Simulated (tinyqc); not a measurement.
What each parameter does: shallow donor in an anisotropic valley (effective-mass theory).

One valley: H = -c [(d2/dx2 + d2/dy2)/mt + (d2/dz2)/ml] - q/(eps r), c = hbar^2/2m0, q = e^2/(4 pi eps0). Trial function exp(-sqrt((x^2 + y^2)/a^2 + z^2/b^2)) with a > b: T = (c/3)(2/(mt a^2) + 1/(ml b^2)), V = -(q/eps) atan(u/b)/u, u = sqrt(a^2 - b^2). The central cell of the impurity is left out.

Constants: hbar^2/2m0 = 3.80998211 eV angstrom^2; e^2/(4 pi eps0) = 14.39964547 eV angstrom.

Values chosen for the exercise (out of a larger set: near those of a group-V donor in Si; not measured data):
```
symbol  value  unit  meaning
ml      0.953  m0    longitudinal mass
mt      0.19   m0    transverse mass
eps     11.5         dielectric constant
```

The minimum of the trial energy.

Results for these values:
```
case  E (meV)  a (angstrom)  b (angstrom)    b/a
base   -30.90         23.81         13.49  0.566
```

What happens to each result for eps = 10.3, all else kept?

Answer: E falls from -30.90 to -38.52; a falls from 23.81 to 21.33; b falls from 13.49 to 12.08; b/a does not change at the printed digits.

The same for each parameter in turn:
```
case           E (meV)  a (angstrom)  b (angstrom)    b/a
base            -30.90         23.81         13.49  0.566
ml = 0.762 m0   -29.27         24.67         15.11  0.612
mt = 0.171 m0   -28.51         26.04         14.21  0.546
eps = 10.3      -38.52         21.33         12.08  0.566
```

eps only rescales the solution (E as 1/eps^2, lengths as eps), so b/a depends on ml/mt alone.

Run: tinyqc, `OMP_NUM_THREADS=1 python tinyqc.py 1280523 1280524 out.jsonl`; Intel(R) Xeon(R) Processor @ 2.30GHz, one thread, shared host; about 0.01 s of CPU time with all checks.
